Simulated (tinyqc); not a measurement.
Comparisons within one model: Shockley state of an s-p chain by decimation. A value that a table varies takes the place of the one given here.

Each site has s at -d/2 and p at +d/2: H0 = diag(-d/2, d/2). The block to the next site on the right is H1 = [[-ts, u], [-u, tp]] (rows s, p of site n; columns s, p of site n + 1). Bulk: H(k) = [[-d/2 - 2 ts cos k, 2i u sin k], [-2i u sin k, d/2 + 2 tp cos k]]. The bands are inverted at k = pi if d < 2 (ts + tp).

Decimation (Sancho-Rubio) at z = E + i eta: start with es = e = H0, A = H1, B = H1^T. Each round forms g = (z - e)^-1 and sets es += A g B, e += A g B + B g A, A = A g A, B = B g B, doubling the length covered. Stop when all |A| < 1e-10. Surface G = (z - es)^-1, bulk G = (z - e)^-1; densities -Im tr G/pi.

Values chosen for the exercise: d = 5.31 eV (Ep - Es); ts = 0.95 eV (s-s hopping); tp = 0.93 eV (p-p hopping); u = 0.47 eV (s-p hopping); eta = 0.01 eV (broadening); E1 = -0.96 eV (first energy); dE = 0.195 eV (step); E = 0.44 eV (energy).

## Surface against bulk across the gap

Eleven energies E1 + j dE.

Densities (1/eV):
```
E (eV)  surface    bulk
-0.960   0.1452  0.3243
-0.765   0.0367  1.0133
-0.570   0.0028  0.0093
-0.375   0.0019  0.0038
-0.180   0.0015  0.0026
0.015    0.0015  0.0023
0.210    0.0015  0.0026
0.405    0.0019  0.0037
0.600    0.0028  0.0087
0.795    0.0237  0.9257
0.990    0.1461  0.3339
```

edges of the bulk gap (201 k points) (eV): -0.7550  0.7950

Inside the gap the bulk density is only the tail of the broadening, at least 0.0023. The surface density has no peak there, and a chain of 60 sites has no level in the gap.

## Through the band inversion

d = f 2 (ts + tp). Gap edges from 201 k points; levels in the gap from an open chain of 60 sites (their mean, and the weight on the two end sites summed over them, divided by their number); a dash: none.

Against d:
```
f     d (eV)  top of lower band (eV)  bottom of upper band (eV)  levels in the gap  mean level (eV)  end weight
0.10   0.376                 -0.9310                     0.9363                  2           0.0020       0.880
0.30   1.128                 -0.8738                     0.8898                  2           0.0060       0.809
0.50   1.880                 -0.7541                     0.7808                  2           0.0100       0.667
0.70   2.632                 -0.5348                     0.5721                  2           0.0140       0.453
0.85   3.196                 -0.2620                     0.3020                  2           0.0170       0.247
1.15   4.324                 -0.2620                     0.3020                  0                -           -
1.30   4.888                 -0.5440                     0.5840                  0                -           -
1.60   6.016                 -1.1080                     1.1480                  0                -           -
```

Levels in the gap appear for f = 0.1, 0.3, 0.5, 0.7 and 0.85 and for none of the other rows; the gap closes at f = 1. The level lies at 0.0020 eV for f = 0.1 and 0.0170 eV for f = 0.85, on the line E = d (ts - tp)/(2 (ts + tp)), and its end weight goes from 0.88 to 0.25: no shift of the surface potential is needed, the inversion alone binds it.

## What each parameter does

Gap edges from 201 k points between 0 and pi, and the surface density at E by decimation. Each row changes one parameter from the base and keeps the others.

Results:
```
case           top of lower band (eV)  bottom of upper band (eV)  surface density (1/eV)
base                          -0.7550                     0.7950                  0.0020
d = 5.841 eV                  -1.0205                     1.0605                  0.0013
ts = 1.045 eV                 -0.5650                     0.7950                  0.0020
tp = 1.023 eV                 -0.7550                     0.6090                  0.0029
u = 0.517 eV                  -0.7550                     0.7950                  0.0019
eta = 0.02 eV                 -0.7550                     0.7950                  0.0039
```

The largest shifts from the base row, up to three for each result and ties (the steps differ in size, so this ranks the rows, not the parameters). top of lower band (eV): d -0.2655, ts +0.1900; unchanged at the printed digits by tp, u and eta. bottom of upper band (eV): d +0.2655, tp -0.1860; unchanged at the printed digits by ts, u and eta. surface density (1/eV): eta +0.0020, tp +0.0009, d -0.0007; unchanged at the printed digits by ts. The base chain is not inverted, so no surface state lies in the gap; E lies in the gap.

tinyqc: `OMP_NUM_THREADS=1 python tinyqc.py 1451425 1451426 out.jsonl`; about 0.1 s, one thread, shared Intel(R) Xeon(R) Processor @ 2.30GHz.
